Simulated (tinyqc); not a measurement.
MP2 on RHF in the 6-31g basis, for H3+, spin multiplicity 1, step by step. One step of it, computed by the program tinyqc.

Question. Orthogonalisation. S = U s U^T; symmetric (Loewdin) form X = U s^(-1/2) U^T, so that X^T S X = 1.

overlap S, order 1H 1s, 1H 2s, 2H 1s, 2H 2s, 3H 1s, 3H 2s:
```
[[1.000000, 0.658292, 0.342819, 0.459939, 0.326053, 0.451647],
 [0.658292, 1.000000, 0.459939, 0.802542, 0.451647, 0.793629],
 [0.342819, 0.459939, 1.000000, 0.658292, 0.025049, 0.168533],
 [0.459939, 0.802542, 0.658292, 1.000000, 0.168533, 0.432925],
 [0.326053, 0.451647, 0.025049, 0.168533, 1.000000, 0.658292],
 [0.451647, 0.793629, 0.168533, 0.432925, 0.658292, 1.000000]]
```

Give: eigenvalues of S; X.

Answer.

eigenvalues of S: [0.0482, 0.2405, 0.4465, 0.5780, 1.3017, 3.3852]

X, order 1H 1s, 1H 2s, 2H 1s, 2H 2s, 3H 1s, 3H 2s:
```
[[1.2936, -0.5978, -0.1094, 0.0911, -0.0983, 0.0860],
 [-0.5978, 3.0866, -0.0209, -1.2429, -0.0239, -1.2113],
 [-0.1094, -0.0209, 1.2725, -0.4787, 0.0366, 0.0581],
 [0.0911, -1.2429, -0.4787, 1.9675, 0.0576, 0.2711],
 [-0.0983, -0.0239, 0.0366, 0.0576, 1.2697, -0.4789],
 [0.0860, -1.2113, 0.0581, 0.2711, -0.4789, 1.9376]]
```
